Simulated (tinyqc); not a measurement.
Heavy doping: gap narrowing, degeneracy and the minority density: sweeps and comparisons. A value that a table varies takes the place of the one given here.

F_j(eta) = (1/Gamma(j + 1)) integral_0^infinity x^j dx/(1 + exp(x - eta)), which tends to exp(eta) for eta << 0.

Empirical narrowing (Slotboom form, constants chosen for the exercise; published fits of this form give the apparent narrowing, here it is taken as the true one): dEg = E0 [ln(N/N0) + sqrt(ln(N/N0)^2 + C)].

Majority: N = Nv F_1/2(eta), eta the distance of EF beyond the majority band edge in kT. Degeneracy factor gam = F_1/2(eta)/exp(eta). ni0^2 = Nc Nv exp(-Eg/kT); product n p = ni0^2 gam exp(dEg/kT), dEg the true narrowing; apparent narrowing dEa = dEg + kT ln gam; minority density = n p/N.

Bipolar transistor with N as emitter doping: beta = K (N/NB) exp((dEa_B + dG - dEa_E)/kT), dEa_E = dEg(N) + kT ln gam, dEa_B = dEg(NB). For the sweep in T, Nv is scaled as (T/T0)^(3/2) from its value at T0 = T.

Constants: kB = 8.617333262e-05 eV/K.

Inputs chosen for the exercise (gap and densities of states near those of Si at this temperature; narrowing constants near the fits for Si; shifted at random, so the results belong to these values and not to a real crystal): Eg = 1.119 eV (gap); Nc = 3.61e+19 1/cm^3 (conduction-band density of states); Nv = 1.4e+19 1/cm^3 (valence-band density of states); T = 350 K; E0 = 7.72 meV (narrowing scale); N0 = 1e+17 1/cm^3 (onset density); C = 0.5 (smoothing constant); N = 1.5e+18 1/cm^3 (ionised acceptors, equal to the majority density); NB = 3e+17 1/cm^3 (base doping); K = 3.1 (ratio (D_B W_E)/(D_E W_B)); dG = 80 meV (extra narrowing of the base by alloying).

## Narrowing against degeneracy

N takes the values listed; the last column is N over the factor gam exp(dEg/kT), the doping that a simple model would need to give the same minority density.

Results:
```
N (1/cm^3)    eta      gam  dEg (meV)  dEa (meV)  minority (1/cm^3)  effective doping (1/cm^3)
4.0e+16     -5.86    0.999        1.9        1.8           1.04e+06                   3.76e+16
1.0e+17     -4.94    0.997        5.5        5.4           4.66e+05                   8.37e+16
4.0e+17     -3.55    0.990       22.7       22.4           2.05e+05                   1.90e+17
1.0e+18     -2.61    0.975       36.4       35.6           1.27e+05                   3.07e+17
4.0e+18     -1.15    0.904       57.5       54.4           5.92e+04                   6.58e+17
1.0e+19     -0.09    0.779       71.5       64.0           3.25e+04                   1.20e+18
4.0e+19      2.02    0.378       92.8       63.5           8.00e+03                   4.87e+18
1.0e+20      4.28   0.0986      106.9       37.0           1.33e+03                   2.93e+19
3.0e+20      9.24  0.00209      123.9      -62.3               16.5                   2.37e+21
```

How do the results move?

dEg grows steadily to 123.9 meV, while the apparent value peaks at 64.0 meV for N = 1e+19 and falls to -62.3 meV as the Fermi level enters the band (a negative value is not met in measurements: parabolic bands with a fixed mass overstate the filling). N grows by a factor 25 from the third to the sixth row and the effective doping by 6.3: net of degeneracy, narrowing takes away 75 % of the factor gained by heavier doping.

## Current gain against temperature

Gain:
```
T (K)      beta  beta with dG = 0  without narrowing
150    1.36e+03              2.78               15.5
200         437              4.22               15.5
250         223              5.43               15.5
300         142              6.44               15.5
350         103              7.28               15.5
400        81.3              7.98               15.5
450        67.5              8.58               15.5
```

dEa_B + dG - dEa_E at T0 = 57.2 meV

What does this show, and why?

beta is 1.36e+03 at 150 K and 67.5 at 450 K, since the net exponent is positive: the gap is narrower in the base. At 300 K narrowing and degeneracy change the gain by a factor 0.415 and alloying the base by 22.1.

## What moves the minority density and the gain

All results formed anew. Each row changes one parameter from the base and keeps the others.

Results:
```
case                  dEg (meV)  dEa (meV)  minority (1/cm^3)  beta
base                      42.51      41.37           1.02e+05   103
N = 3e+18 1/cm^3          53.08      50.80           7.00e+04   151
E0 = 9.264 meV            51.02      49.88           1.36e+05  88.1
N0 = 2e+17 1/cm^3         32.04      30.90           7.24e+04   108
Eg = 1.139 eV             42.51      41.37           5.28e+04   103
Nv = 1.82e+19 1/cm^3      42.51      41.64           1.34e+05   102
NB = 6e+17 1/cm^3         42.51      41.37           1.02e+05  72.2
```

What does this show?

The largest shifts from the base row, up to three for each result and ties (the steps differ in size, so this ranks the rows, not the parameters). dEg (meV): N +10.56, N0 -10.47, E0 +8.50; unchanged at the printed digits by Eg, Nv and NB. dEa (meV): N0 -10.47, N +9.43, E0 +8.50; unchanged at the printed digits by Eg and NB. minority (1/cm^3): Eg -4.96e+04, E0 +3.34e+04, N -3.24e+04; unchanged at the printed digits by NB. beta: N +47.8, NB -31.0, E0 -15.2; unchanged at the printed digits by Eg.

Computed by tinyqc, a small Python program: `OMP_NUM_THREADS=1 python tinyqc.py 1651911 1651912 out.jsonl` (the numbers bound the seed that draws the inputs); one thread of a shared host (Intel(R) Xeon(R) Processor @ 2.30GHz), about 0.02 s for the whole set of steps.
